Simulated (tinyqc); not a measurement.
A discretised effective-mass wire between two leads, recursive Green functions: one step of the calculation.

Finite differences on a grid of step a give a chain with hopping -t, t = C/(m a^2), C = hbar^2/(2 m0), and site energies 2 t + U_i for the N = 8 sites of the device; the semi-infinite leads have site energy 2 t. Each slice is one site, and V = -t couples neighbouring slices.

Problem. States fed from the left, and the bond current. The full first column follows backwards from c_N = G_(N,1): c_i = G_(i,1)(forward) + g_i V^dagger c_(i+1). The density of states fed by the left lead is Gamma |c_i|^2/(2 pi), and the current on bond i is 2 t Gamma Im(c_(i+1) conj(c_i)) in units of T(E).

Inputs (values chosen for the exercise):
- m = 0.067 m0 (effective mass)
- a = 0.81 nm (grid step)

Constants: q = 1.602176634e-19 C, hbar = 1.054571817e-34 J s, m0 = 9.1093837015e-31 kg, hbar^2/(2 m0) = 0.0380998212 eV nm^2. Results are converted to the units shown.

```
site,g_i (1/eV),"G_(i,1) of the forward pass (1/eV)"
1,-1.0466153-0.4855902i,-1.0466153-0.4855902i
2,-0.9481129-0.3807990i,-0.6997862-0.7444630i
3,-0.8763438-0.2355579i,-0.3795266-0.7083220i
4,-0.8430708-0.1287025i,-0.1983096-0.5599103i
5,-0.8389154-0.0684960i,-0.1109515-0.4188858i
6,-0.8706609-0.0390835i,-0.0695365-0.3198572i
7,-0.9604079-0.0271024i,-0.0503689-0.2678836i
8,-0.4245862-2.5250982i,0.5677409-0.2088152i
```

Gamma = 0.72955175 eV

Give: c_i; density fed from the left; bond current.

Solution.

```
site,c_i (1/eV),density fed from the left (1/eV)
1,-0.425-2.525i,0.7613
2,-0.294-2.112i,0.5279
3,-0.150-1.604i,0.3012
4,-0.014-1.175i,0.1603
5,0.121-0.860i,0.0876
6,0.267-0.629i,0.0542
7,0.427-0.428i,0.0425
8,0.568-0.209i,0.0425
```

```
bond,bond current
1,0.1948
2,0.1948
3,0.1948
4,0.1948
5,0.1948
6,0.1948
7,0.1948
```

The bond current is the same on every bond and equals T(E): the current is conserved.

Program tinyqc, `OMP_NUM_THREADS=1 python tinyqc.py 2660018 2660019 out.jsonl`; Intel Xeon 2.30GHz, shared host, one thread, about 0.02 s.
